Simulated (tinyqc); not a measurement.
# Resistance of a source-drain extension with a graded tip: what changes with what

y runs along the channel, the gate covers y > 0. The doping is N0 for y < y0 and N0 10^(-(y - y0)/la) beyond, uniform over the depth xj. Sheet conductance s(y) = q mu(N) max(N - Nch, 0) xj + (for y > 0) ma Cox Vo, with mu(N) = u0 + (u1 - u0)/(1 + (N/Nr)^au) and Cox = eps0 eox/tox. Current is taken as one-dimensional; depletion of the tip, spreading and the contact are left out. The metallurgical junction lies at yj, where N = Nch.

Parameters, values chosen for the exercise; mobility law close to that of holes in silicon:
```
symbol,value,unit,meaning
eox,3.9,,relative permittivity of the gate insulator (close to silicon dioxide)
tox,1.4,nm,insulator thickness
N0,8.7e19,cm^-3,active doping of the extension far from the gate
la,5.2,nm/decade,lateral abruptness
y0,4.1,nm,position under the gate where the fall begins (gate edge at 0)
xj,20,nm,depth of the extension
Nch,9e17,cm^-3,channel doping
Ls,17,nm,spacer length
Vo,0.77,V,gate overdrive
ma,44,cm^2/(V s),mobility of the gate-induced layer
u1,470.5,cm^2/(V s),mobility at low doping
u0,44.9,cm^2/(V s),mobility at high doping
Nr,2.23e17,cm^-3,reference doping
au,0.719,,exponent
Lg,45,nm,gate length
```

Constants: q = 1.602176634e-19 C, eps0 = 8.8541878128e-14 F/cm where lengths are in cm. Results are converted to the units shown.

Each table varies one quantity; the others keep the values above.

## Abruptness at a fixed junction position

R_spacer = integral of dy/s from -Ls to 0, R_ov from 0 to yj, R_channel = (Lg - 2 yj)/(ma Cox Vo), R_total = 2 R_spacer + 2 R_ov + R_channel. Electrical length L_eff = ma Cox dR_total/d(1/Vo); R_series = R_total - L_eff/(ma Cox Vo). y0 is moved with la so that yj stays at 14.423 nm.

The same in every row: yj (nm) = 14.42; R_channel (ohm um) = 193.3.

Abruptness at a fixed junction position:
```
la (nm/decade)  R_spacer (ohm um)  R_ov (ohm um)  R_total (ohm um)  L_eff (nm)  R_series (ohm um)
1                           12.16          17.32             252.3       17.07              48.04
2.3                         12.16          27.17             272.0       18.13              54.97
3.6                         12.16          37.02             291.7       19.20              61.91
4.9                         12.16          46.88             311.4       20.27              68.84
6.1                         12.16          55.97             329.6       21.25              75.24
7.4                         12.17          65.82             349.3       22.32              82.17
8.7                         13.07          74.90             369.2       23.37              89.58
10                          15.52          82.74             389.8       24.37              98.14
```

As la goes from 1 to 10 nm/decade, R_total rises from 252 to 390 ohm um, R_spacer rises from 12.2 to 15.5 ohm um and R_ov rises from 17.3 to 82.7 ohm um. R_total changes on average by 15.3 ohm um for each nm/decade. L_eff exceeds the metallurgical length by 0.913 nm in the first row and 8.22 nm in the last, since the gate also controls the lightly doped tips.

## Effect of the active doping of the extension far from the gate

Same model as above.

Effect of the active doping of the extension far from the gate:
```
N0 (cm^-3)  yj (nm)  R_spacer (ohm um)  R_ov (ohm um)  R_channel (ohm um)  R_total (ohm um)  L_eff (nm)  R_series (ohm um)
2e19          11.10              45.50          50.99               272.8             465.7       27.31              138.9
3.1e19        12.09              31.03          50.37               249.1             411.9       25.25              109.7
4.7e19        13.03              21.39          49.81               226.6             369.0       23.33              89.84
7.2e19        14.00              14.49          49.33               203.5             331.2       21.38              75.38
1.1e20        14.95              9.770          48.95               180.6             298.1       19.45              65.33
1.7e20        15.94              6.472          48.66               157.1             267.4       17.48              58.23
2.6e20        16.90              4.307          48.46               134.1             239.7       15.55              53.53
4e20          17.87              2.838          48.32               110.8             213.2       13.61              50.32
```

What does the table show?

As N0 goes from 2e19 to 4e20, R_total falls from 466 to 213 ohm um, L_eff falls from 27.3 to 13.6 nm and R_series falls from 139 to 50.3 ohm um.

tinyqc, about 0.03 s, one thread, Intel Xeon 2.30GHz (shared host): `OMP_NUM_THREADS=1 python tinyqc.py 2282235 2282236 out.jsonl`
